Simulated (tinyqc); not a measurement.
# Bulk transistor, scale length and short-channel effects: two studies

A gate, an insulator of thickness ti and a depleted layer of depth ts on a conducting body. Below threshold the potential that source and drain add obeys Laplace's equation and vanishes on the gate and at the bottom of the depleted layer. Its lowest mode decays along the channel as exp(-k y); k is the smallest positive root of the matching condition at the interface, and the scale length is Lambda = pi/k.

Inputs (values chosen for the exercise); permittivities: semiconductor close to that of In0.53Ga0.47As, insulator close to that of silicon dioxide: temperature T = 300 K; relative permittivity of the semiconductor eps_r = 13.9; relative permittivity of the insulator ei = 3.8; insulator thickness ti = 1.3 nm; depletion depth ts = 27 nm; channel length L = 53 nm; potential of the source Vbi = 0.94 V; potential of the barrier top at threshold sT = 0.73 V; drain voltage Vds = 0.8 V.

Constants: q = 1.602176634e-19 C, kB = 1.380649e-23 J/K, Vt = kB T/q. Results are converted to the units shown.

Each table varies one quantity; the others keep the values above.

## A higher permittivity at fixed equivalent oxide thickness

k is the smallest positive root of f(k) = eps_r sin(k ti) cos(k ts) + ei cos(k ti) sin(k ts). Along the channel psi(y) = s + a exp(y/l) + b exp(-y/l) with psi(0) = Vbi, psi(L) = Vbi + Vds and l = 1/k = Lambda/pi; with A = Vbi - s, B = A + Vds, x = exp(-L/l): a = (B - A x) x/(1 - x^2), b = (A - B x)/(1 - x^2). The minimum is s + 2 sqrt(a b), at y = (l/2) ln(b/a). The long-channel potential follows the gate as s = sT + (Vg - VTL)/m, and the threshold VT is the gate voltage at which the minimum equals sT. Swing = m Vt ln 10/g at threshold, g = d(minimum)/ds = 1 - (b x + a)/((1 + x) sqrt(a b)). DIBL = [VT(0.05 V) - VT(Vds)]/(Vds - 0.05 V). sT and Vbi are held fixed; m = 1 + eps_r ti/(ei ts) in each row. The equivalent oxide thickness 3.9 ti/ei is held at 1.3 nm, so ti = 1.3 ei/3.9 nm.

A higher permittivity at fixed equivalent oxide thickness:

| ei | ti (nm) | Lambda (nm) | L/Lambda | DIBL (mV/V) | swing (mV/decade) |
|---|---|---|---|---|---|
| 3.9 | 1.300 | 31.36 | 1.690 | 62.29 | 84.32 |
| 5 | 1.667 | 31.37 | 1.689 | 62.38 | 84.34 |
| 7.5 | 2.500 | 31.42 | 1.687 | 62.68 | 84.40 |
| 10 | 3.333 | 31.49 | 1.683 | 63.10 | 84.50 |
| 15 | 5.000 | 31.69 | 1.673 | 64.39 | 84.77 |
| 20 | 6.667 | 31.99 | 1.657 | 66.40 | 85.21 |
| 25 | 8.333 | 32.43 | 1.634 | 69.36 | 85.84 |
| 35 | 11.67 | 33.91 | 1.563 | 79.74 | 88.04 |

As ei goes from 3.9 to 35, Lambda rises from 31.4 to 33.9 nm, DIBL rises from 62.3 to 79.7 mV/V and the swing rises from 84.3 to 88.0 mV a decade. The ratio ei/ti is the same in every row, yet the insulator grows from 1.30 to 11.7 nm, and drain fields reach the channel sideways through it.

## Effect of the channel length

Same model as above.

The same in every row: Lambda (nm) = 31.46.

Effect of the channel length:

| L (nm) | L/Lambda | VT - VTL at Vds = 0.05 V (mV) | VT - VTL at Vds (mV) | DIBL (mV/V) | swing (mV/decade) |
|---|---|---|---|---|---|
| 35 | 1.112 | -140.6 | -299.5 | 211.8 | 114.5 |
| 41 | 1.303 | -93.68 | -196.5 | 137.2 | 100.0 |
| 49 | 1.557 | -57.10 | -117.8 | 80.93 | 88.57 |
| 59 | 1.875 | -32.20 | -65.39 | 44.25 | 80.62 |
| 70 | 2.225 | -17.75 | -35.62 | 23.83 | 75.91 |
| 83 | 2.638 | -9.002 | -17.92 | 11.89 | 73.02 |
| 100 | 3.178 | -3.782 | -7.486 | 4.938 | 71.28 |
| 120 | 3.814 | -1.381 | -2.727 | 1.794 | 70.48 |
| 140 | 4.450 | -0.5073 | -1.000 | 0.6575 | 70.18 |

What does the comparison show?

From L = 35 to 140 nm, DIBL falls from 212 to 0.657 mV/V and the swing falls from 114 to 70.2 mV a decade (long-channel value 70.0). Between the last two rows the threshold shift at Vds decays with a length of 19.9 nm, against 2 Lambda/pi = 20.0 nm for a shift that goes as exp(-pi L/(2 Lambda)). DIBL first drops below 100 mV/V at L = 49 nm among the rows, L/Lambda = 1.6. For L = 35 to 41 nm L is under 1.5 Lambda, where higher modes, left out of the one-mode potential, count.

tinyqc, about 0.01 s, one thread, Intel Xeon 2.30GHz (shared host): `OMP_NUM_THREADS=1 python tinyqc.py 2420090 2420091 out.jsonl`
